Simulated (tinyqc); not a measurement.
Heterojunction of two tight-binding chains, step by step. Values are carried at full precision from step to step, so a last printed digit may differ when a step is redone from the rounded ones.

Left chain: hopping -t1, sites at 2 t1 (band bottom 0). Right chain: hopping -t2, sites at dE + 2 t2 (bottom dE). t = c/(m a^2), c = hbar^2/2m0. The bond across the interface is -tc with tc = f sqrt(t1 t2), and the last left site has the extra energy U. In a chain E = bottom + 2t (1 - cos(ka)); the surface Green function of a half chain is g = -exp(ika)/t, with Im k > 0 where cos(ka) > 1.

Constants: hbar^2/2m0 = 3.80998211 eV angstrom^2.

Values chosen for the exercise (masses and offset of the size met at Si / SiGe; the results hold for these values, not for the real material):
```
symbol  value  unit      meaning
a       4      angstrom  site spacing
m1      0.2    m0        mass on the left
m2      0.209  m0        mass on the right
f       0.95             factor on the interface hopping
dE      0.12   eV        band offset
E       0.168  eV        electron energy
U       0.33   eV        extra energy on the last left site
```

## Hoppings

Form t1, t2 and tc.

t1 = 1.19062 eV
t2 = 1.13935 eV
tc = 1.10647 eV

## Wave numbers and velocities

The left chain has hopping t1 and band bottom 0, the right one t2 and dE. cos(ka) = 1 - (E - bottom)/(2t); dE/dk = 2 t a sin(ka).

ka (rad): left 0.377881, right 0.205616

dE/dk (eV angstrom): left 3.5143, right 1.8610

## Self-energies on the last left site

Hoppings t1 (left), t2 (right), tc (interface); g is the surface Green function of a half chain. The rest of the left chain gives S1 = t1^2 g1 = -t1 exp(i k1 a); the right chain gives S2 = tc^2 g2 = -(tc^2/t2) exp(i k2 a).

S1 = -1.10662-0.43928i eV
S2 = -1.05190-0.21939i eV

## Transmission

The last site of the left chain has energy 2 t1 + U, and S1, S2 are the self-energies of the two half chains on it. G = 1/(E - 2 t1 - U - S1 - S2); T = 4 Im(S1) Im(S2) |G|^2.

G = -0.6612-1.1320i 1/eV
T = 0.6625

A fraction 0.3375 is reflected although the electron lies above the step.

## Checks

- T from the Green function against 1 - |r|^2 from matching plane waves: both 0.662523.

Program tinyqc; command `OMP_NUM_THREADS=1 python tinyqc.py 1480906 1480907 out.jsonl`; about 0.01 s on one thread of a shared Intel(R) Xeon(R) Processor @ 2.30GHz.
